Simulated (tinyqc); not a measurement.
## Thermionic-field emission through a Schottky barrier, WKB: effect of temperature

Metal on an n-type semiconductor with one parabolic valley; V > 0 is forward bias (metal positive). Energies E are counted from the conduction edge of the neutral semiconductor, whose Fermi level lies at -xi; that of the metal lies at -xi - V. The barrier is a parabola of height Vd = phi - xi - V (depletion approximation, no image force).

Nc = 2 (2 pi me m0 kB T/h^2)^1.5 (times 1e-6 for cm^-3); Nd = Nc F12(-xi/Vt), F12(x) = (2/sqrt(pi)) int_0^infinity sqrt(u)/(1 + exp(u - x)) du; E00 = (hbar/2) sqrt(Nd/(me m0 eps0 eps_r)) in SI units (volts). For E < Vd, ln T(E) = -(Vd/E00) [sqrt(1 - y) - y ln((1 + sqrt(1 - y))/sqrt(y))], y = E/Vd; T(E) = 1 above. J = A* T (q/kB) int_0^infinity T(E) N(E) dE, N = ln[(1 + exp((-xi - E)/Vt))/(1 + exp((-xi - V - E)/Vt))], A* = 4 pi q me m0 kB^2/h^3 (times 1e-4 for A/(cm^2 K^2)). The integral is converged to the digits shown; the share over the barrier is that of E > Vd, and 0 means below 1e-6 %. phi is held fixed. By a common rule of thumb, E00/Vt below 0.5 marks thermionic emission, 0.5 to 5 thermionic-field emission and above 5 field emission.

Inputs (values chosen for the exercise); band and dielectric values those of a made-up semiconductor:

| symbol | value | unit | meaning |
|---|---|---|---|
| me | 0.0818 | m0 | electron mass |
| eps_r | 13.1 |  | relative permittivity |
| phi | 0.64 | eV | barrier height seen from the metal |
| Nd | 2.6e18 | cm^-3 | donor density |
| V | 0.25 | V | bias |

Constants: q = 1.602176634e-19 C, kB = 1.380649e-23 J/K, eps0 = 8.8541878128e-12 F/m, hbar = 1.054571817e-34 J s, h = 6.62607015e-34 J s, m0 = 9.1093837015e-31 kg, Vt = kB T/q. Results are converted to the units shown.

Results:

| T (K) | E00/Vt | J (A/cm^2) | share over the barrier (%) | mean E/Vd |
|---|---|---|---|---|
| 60 | 5.593 | 12.25 | 0 | 0.1257 |
| 100 | 3.356 | 15.95 | 0 | 0.1441 |
| 150 | 2.237 | 26.55 | 0 | 0.1843 |
| 200 | 1.678 | 52.81 | 1.11e-4 | 0.2461 |
| 250 | 1.342 | 119.0 | 7.09e-3 | 0.3247 |
| 300 | 1.119 | 282.7 | 0.0879 | 0.4087 |
| 500 | 0.6712 | 6011 | 4.78 | 0.6622 |

Estimate the missing row, T = 400 K.

Computed row:

| T (K) | E00/Vt | J (A/cm^2) | share over the barrier (%) | mean E/Vd |
|---|---|---|---|---|
| 400 | 0.8390 | 1485 | 1.29 | 0.5562 |

With this row back in the table: J rises from 12.3 to 6010 A/cm^2, and the mean E/Vd rises from 0.126 to 0.662, as E00/Vt falls from 5.59 (field emission) to 0.671 (thermionic-field emission). Between the first two rows J changes by a factor of 1.30, between the last two by 4.05.

Range of the model: The depletion approximation, a parabolic band and the neglect of image-force lowering make these currents estimates at high doping.

tinyqc, about 0.03 s, one thread, Intel Xeon 2.30GHz (shared host): `OMP_NUM_THREADS=1 python tinyqc.py 2640060 2640061 out.jsonl`
